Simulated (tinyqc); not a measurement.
Luttinger-Kohn k.p, four valence bands, step by step. One step of it, computed by the program tinyqc.

Problem. Bloch Hamiltonian at k. P = c g1 k^2, Q = c g2 (kx^2 + ky^2 - 2 kz^2), R = c sqrt3 [-g2 (kx^2 - ky^2) + 2i g3 kx ky], S = 2 c sqrt3 g3 (kx - i ky) kz, c = hbar^2/2m = 3.809982 eV angstrom^2; rows [P+Q, -S, R, 0], [-S*, P-Q, 0, R], [R*, 0, P-Q, S], [0, R*, S*, P+Q]. The path ends lie at |k| = 0.05 1/angstrom.

Luttinger parameters chosen for this model; energies are counted downward from the top of the valence band:

| parameter | value | unit |
|---|---|---|
| g1 | 4.130000 |  |
| g2 | 0.430000 |  |
| g3 | 0.890000 |  |

k point k (1/angstrom): 0.001000  -0.007000  0.019000

Give: H(k) at k.

Solution.

H(k) at k (eV), lower triangle (Hermitian):
```
               3/2    1/2          -1/2   -3/2
3/2          0.005
1/2   0.000+0.002i  0.008
-1/2         0.000  0.000         0.008
-3/2         0.000  0.000  0.000-0.002i  0.005
```
